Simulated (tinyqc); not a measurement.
Three-phonon processes in a diatomic chain: dispersion, energy and momentum conservation, and decay channels of optical phonons: one step, computed by the program tinyqc. Command: `OMP_NUM_THREADS=1 python tinyqc.py 3121154 3121155 out.jsonl threeph walk`. One thread of a shared host (Intel(R) Xeon(R) Processor @ 2.30GHz), about 0.04 s of CPU time with the checks.

Cell length a, two atoms, one spring constant. x = q a/pi runs from -1 to 1; A and O are the acoustic and optical branches. Matrix elements are not computed: only conservation laws and occupation factors are followed.

Problem. Dispersion. omega^2 = k (1/m + 1/M) -/+ k sqrt((1/m + 1/M)^2 - 4 sin^2(pi x/2)/(m M)); nu = 15.6333042 THz x sqrt(omega^2) for eV/(angstrom^2 u).

Inputs (values chosen for the exercise, for a model chain): light mass m = 14 u; heavy mass M = 46.1 u; spring constant k = 3 eV/angstrom^2.

Constants: nu for 1 eV/(angstrom^2 u) = 15.6333042 THz.

Give: the table «Branches» with the columns nu_A (THz), nu_O (THz), for x = 0.10, 0.20, 0.35, 0.50, 0.65, 0.80, 0.90, 1.00.

Solution.

Branches:
```
x     nu_A (THz)  nu_O (THz)
0.10       0.774       11.66
0.20       1.540       11.58
0.35       2.650       11.38
0.50       3.680       11.09
0.65       4.577       10.75
0.80       5.261       10.43
0.90       5.541       10.29
1.00       5.640       10.23
```
